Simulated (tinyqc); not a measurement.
Size effects in the resistivity of thin metal films and interconnect lines: one step, computed by the program tinyqc.

Electrons lose their drift at surfaces (a share 1 - p of the hits) and at grain boundaries (reflection R), besides bulk scattering.

Task: Surfaces. Fuchs-Sondheimer film: rho_b/rho = 1 - (3/(2 kappa))(1 - p) int_0^1 (s - s^3)(1 - exp(-kappa/s))/(1 - p exp(-kappa/s)) ds, f = rho/rho_b, kappa = thickness/lambda, 80 Gauss-Legendre points.

Inputs (values chosen for the exercise, modelled on platinum): bulk mean free path lambda = 7.32 nm; specularity p = 0; film thickness h = 7.9 nm.

Geometry: film.

Give: kappa = h/lambda; rho/rho_b from surfaces.

Result:

kappa = h/lambda = 1.079

rho/rho_b from surfaces = 1.427

The thick-film form 1 + 3 (1 - p)/(8 kappa) gives 1.347, a deviation of -5.6 %.
